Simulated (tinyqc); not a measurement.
From results back to parameters: phonon-assisted absorption at an indirect gap. Four cases, with inputs chosen for the exercise.

Problem. A slab transmits Tr = (1 - R)^2 x/(1 - R^2 x^2) with x = exp(-alpha d) and R = ((nr - 1)/(nr + 1))^2.

Case 1.

Values chosen (out of a larger set: loosely those of GaP at room temperature; Eg is not tied to T; not measured data): nr = 3.46 (refractive index); d = 29 micrometre (thickness).

Tr = 0.0393738

Case 2.

Values chosen (out of a larger set: loosely those of GaP at room temperature; Eg is not tied to T; not measured data): nr = 3.44 (refractive index); d = 240 micrometre (thickness).

Tr = 5.70127e-21

Case 3.

Values chosen (out of a larger set: loosely those of Si at room temperature; Eg is not tied to T; not measured data): nr = 3.64 (refractive index); d = 4.1 micrometre (thickness).

Tr = 0.293798

Case 4.

Values chosen (out of a larger set: loosely those of Si at room temperature; Eg is not tied to T; not measured data): nr = 3.55 (refractive index); d = 1.9 micrometre (thickness).

Tr = 0.519149

Find: x; alpha.

Solution. Tr R^2 x^2 + (1 - R)^2 x - Tr = 0; take the positive root, then alpha = -ln(x)/d.

Case 1.

x = 0.08128
alpha = 865 1/cm

Case 2.

x = 1.170e-20
alpha = 1.91e+03 1/cm

Case 3.

x = 0.6168
alpha = 1.18e+03 1/cm

Case 4.

x = 0.9956
alpha = 23.4 1/cm

Computed by tinyqc, one run a case: `OMP_NUM_THREADS=1 python tinyqc.py N N+1 out.jsonl` with N = 1681235, 1681272, 1681303, 1681346; one thread of a shared Intel(R) Xeon(R) Processor @ 2.30GHz, about 0.01 s a run at most.
